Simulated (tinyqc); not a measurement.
# From one set of inputs to another, one input at a time

Model: configuration-coordinate model of a defect: Huang-Rhys factor and luminescence line shape. Computed by tinyqc, a small Python program. Command: `OMP_NUM_THREADS=1 python tinyqc.py 3017294 3017295 out.jsonl ccline ladder`. One thread of a shared host (Intel(R) Xeon(R) Processor @ 2.30GHz), about 0.05 s of CPU time with the checks.

Ground state E_g(Q) = (1/2) omega_g^2 Q^2; excited state E_e(Q) = E_0 + (1/2) omega_e^2 (Q - dQ)^2 with omega_e = omega_g and E_0 = E_ZPL. Q is mass-weighted; the dipole does not depend on Q (Condon approximation).

The inputs printed are set A. Inputs not listed in the table keep their values of set A, so the rows need not describe a real material.

Inputs (values chosen for the exercise, for a model defect in a wide-gap host): zero-phonon energy E_ZPL = 1.84 eV; displacement dQ = 0.891 u^(1/2) angstrom; ground-state phonon hbar omega_g = 81.9 meV; temperature T = 20 K; refractive index n_r = 2; transition dipole mu = 0.81 e angstrom; quenching prefactor nu_0 = 9e+12 1/s.

Modes: equal frequencies in both states.

Constants: hbar^2/u = 4.18015928e-03 eV angstrom^2; k_B = 8.617333262e-05 eV/K; hbar = 6.582119569e-16 eV s; e = 1.602176634e-19 C; eps_0 = 8.8541878128e-12 F/m; hbar = 1.054571817e-34 J s; c = 299792458 m/s.

Method:
- S = hbar omega dQ^2/(2 hbar^2/u) for each state; relaxation energy S hbar omega; absorption at E_0 + S_e hbar omega_e, emission at E_0 - S_g hbar omega_g; the Stokes shift is their difference.
- Overlaps <m_e|n_g> of harmonic-oscillator functions (Hermite recursion, positive leading coefficients) by a sum over an even grid (700 points from x = -9 to 9 + d for the small table, 1500 points from -16 to 16 + d for the thermal sums), with x = Q sqrt(omega_g/hbar), d = sqrt(2 S_g) and frequency ratio omega_e/omega_g.
- Initial levels m = 0..24 carry Boltzmann weights exp(-m hbar omega_e/k_B T), normalised; final levels n = 0..79; a line lies at E_ZPL + m hbar omega_e - n hbar omega_g with weight w_m <m|n>^2. Moments are taken over these weights without the E^3 factor; FWHM = 2 sqrt(2 ln 2) x standard deviation; the zero-phonon weight is the sum of w_m <m|m>^2.
- The curves cross at the root Q_c nearest dQ; the barrier is (1/2) omega_e^2 (Q_c - dQ)^2, with (1/2) omega^2 = (hbar omega)^2/(2 hbar^2/u). k_r = n_r omega^3 mu^2/(3 pi eps_0 hbar c^3) at the vertical emission energy, without local-field correction; k_nr = nu_0 exp(-barrier/k_B T) (Mott-Seitz); yield = k_r/(k_r + k_nr); T_1/2 = barrier/(k_B ln(nu_0/k_r)).

Each row keeps all changes above it:
```
input moved                              from     to  zero-phonon weight  classical barrier (eV)  radiative lifetime (ns)
set A                                       -      -          4.1924e-04                   0.568                   115.29
ground-state phonon hbar omega_g (meV)   81.9   16.9          2.0092e-01                  30.295                    33.69
displacement dQ (u^(1/2) angstrom)      0.891   1.09          9.0570e-02                  19.943                    34.45
temperature T (K)                          20     50          9.2254e-02                  19.943                    34.45
refractive index n_r                        2   3.15          9.2254e-02                  19.943                    21.88
transition dipole mu (e angstrom)        0.81    1.5          9.2254e-02                  19.943                     6.38
zero-phonon energy E_ZPL (eV)            1.84  0.662          9.2254e-02                   2.378                   154.88
```

Zero-phonon weight goes from 4.19e-4 to 0.0923, a factor 220 in all. The largest single move comes from ground-state phonon hbar omega_g (a factor 479), and displacement dQ works against it (a factor 0.451). Classical barrier goes from 0.568 to 2.38, a factor 4.19 in all. The largest single move comes from ground-state phonon hbar omega_g (a factor 53.3), and zero-phonon energy E_ZPL works against it (a factor 0.119). Radiative lifetime goes from 115 to 155, a factor 1.34 in all. The largest single move comes from zero-phonon energy E_ZPL (a factor 24.3), and transition dipole mu works against it (a factor 0.292). The single moves hold for this order of the switches; the total does not depend on the order.

Caution (rows set A): the barrier is below the relaxation energy of the excited state, so vertical excitation lands above the crossing and may bypass luminescence (Dexter-Klick-Russell rule). Caution (rows set A): the band is wide against its energy, so the E^3 factor left out of the moments shifts the observed peak up. Caution (rows ground-state phonon hbar omega_g, displacement dQ, temperature T, refractive index n_r, transition dipole mu, zero-phonon energy E_ZPL): for small S the spectrum is a set of resolved lines, and a Gaussian width has little meaning. Caution (rows ground-state phonon hbar omega_g, displacement dQ, temperature T, refractive index n_r, transition dipole mu, zero-phonon energy E_ZPL): the curves cross far outside the range of the harmonic model, so the barrier and T_1/2 have no quantitative meaning.

Extremes, crossings and ranges named in words are read from the listed rows.
